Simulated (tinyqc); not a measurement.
Raising U: Hubbard ring of 6 sites, mean field against exact. Computed by the program tinyqc. Collinear unrestricted mean field (the lowest of 40 random starts) against exact diagonalisation.

one-body matrix (hopping and site energies) (eV):
```
         1        2        3        4        5        6
1   0.0000  -1.8200   0.0000   0.0000   0.0000  -1.8200
2  -1.8200   0.0000  -1.8200   0.0000   0.0000   0.0000
3   0.0000  -1.8200   0.0000  -1.8200   0.0000   0.0000
4   0.0000   0.0000  -1.8200   0.0000  -1.8200   0.0000
5   0.0000   0.0000   0.0000  -1.8200   0.0000  -1.8200
6  -1.8200   0.0000   0.0000   0.0000  -1.8200   0.0000
```

electrons, up and down: 3  3

Exact and mean-field results (eV):

| U | U/t | E exact | E mean field | mean \|n_up - n_down\| | double occupancy, exact | first gap in the sector |
|---|---|---|---|---|---|---|
| 0.910 | 0.500 | -13.24087 | -13.19500 | 0.000 | 0.233 | 3.331 |
| 1.820 | 1.000 | -12.01411 | -11.83000 | 0.000 | 0.216 | 3.014 |
| 3.640 | 2.000 | -9.84521 | -9.10000 | 0.000 | 0.181 | 2.390 |
| 5.460 | 3.000 | -8.06870 | -6.64533 | 0.554 | 0.145 | 1.836 |
| 7.280 | 4.000 | -6.67705 | -5.16211 | 0.758 | 0.111 | 1.402 |
| 10.920 | 6.000 | -4.82030 | -3.54464 | 0.891 | 0.064 | 0.883 |
| 14.560 | 8.000 | -3.72760 | -2.68870 | 0.938 | 0.039 | 0.634 |
| 21.840 | 12.000 | -2.54774 | -1.80754 | 0.972 | 0.019 | 0.413 |
| 36.400 | 20.000 | -1.55156 | -1.08928 | 0.990 | 0.007 | 0.248 |

What does the comparison show, and why?

In absolute terms mean field is worst at U/t = 4.0, 1.515 eV too high: at small U it is nearly exact, and at large U it misses only exchange-scale energies. Its local moments set in at U/t = 3.0 of those listed, a broken symmetry that the exact state of a finite cluster with equal spins does not have. Relative to the exact energy its error is 0.3 % at the smallest U, 30 % at most and 30 % at the largest. The double occupancy falls from 0.233 to 0.007; at the largest U the first gap is 0.68 times the exchange scale 4t^2/U.
